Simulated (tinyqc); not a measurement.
Signal and retention of a DRAM cell: effect of temperature.

A stored one starts at Vd and leaks: Cs dV/dt = -I(V), I = a sqrt((V + Vb)/(Vd + Vb)) + b, with a = Ig exp[-(Eg1 q/kB)(1/T - 1/T0)] (generation in a depletion layer) and b = Is exp[-(Es q/kB)(1/T - 1/T0)]. The bit line is precharged to Vd/2, and charge sharing gives the signal (V - Vd/2) Cs/(Cs + Cb).

The cell fails below Vc = Vd/2 + dm (Cs + Cb)/Cs. With s = sqrt((Vc + Vb)/(Vd + Vb)), the time from Vd to Vc is t = [2 Cs (Vd + Vb)/a] [1 - s - (b/a) ln((a + b)/(a s + b))]. This time is the median of a log-normal spread: failing cells = Nc erfc(z/sqrt 2)/2, z = ln(t/tr)/sg.

Values chosen for this exercise:

| symbol | value | unit | meaning |
|---|---|---|---|
| Vd | 1.3 | V | array voltage |
| Cs | 20 | fF | cell capacitance |
| Cb | 28 | fF | bit-line capacitance |
| dm | 55 | mV | smallest signal that the sense amplifier resolves |
| Vb | 1.43 | V | built-in plus back-bias voltage of the storage junction |
| Ig | 0.69 | fA | junction leakage at V = Vd and T0 |
| Is | 0.089 | fA | voltage-independent leakage at T0 |
| Es | 0.37 | eV | activation energy of Is |
| T0 | 358 | K | reference temperature |
| sg | 0.84 |  | deviation of ln(retention time) over the cells |
| Nc | 1.72e10 |  | cells |
| tr | 64 | ms | refresh interval |
| Eg1 | 0.61 | eV | activation energy of Ig |

Constants: q = 1.602176634e-19 C, kB = 1.380649e-23 J/K. Results are converted to the units shown.

Effect of temperature:
```
T (K)	a (fA)	b (fA)	retention time (s)	failing cells
298	0.01288	0.007955	513.0	8.625e-17
318	0.05737	0.01969	139.6	4.804e-10
338	0.2142	0.04377	41.90	1.007e-4
358	0.6900	0.08900	13.91	1.278
368	1.181	0.1233	8.319	58.90
378	1.964	0.1679	5.093	1621
398	5.034	0.2971	2.039	3.246e5
```

The retention time falls from 513 to 2.04 s, halving every 15.1 K at the hot end. Its apparent activation energy goes from 0.531 to 0.593 eV, between Es = 0.37 and Eg1 = 0.61 eV, as the share of a in the leakage grows from 61.8 to 94.4 %.

Range of the model: Real arrays also hold a tail of unusually leaky cells and cells whose retention varies in time, which this model lacks.

tinyqc, about 0.01 s, one thread, Intel Xeon 2.30GHz (shared host): `OMP_NUM_THREADS=1 python tinyqc.py 2130106 2130107 out.jsonl`
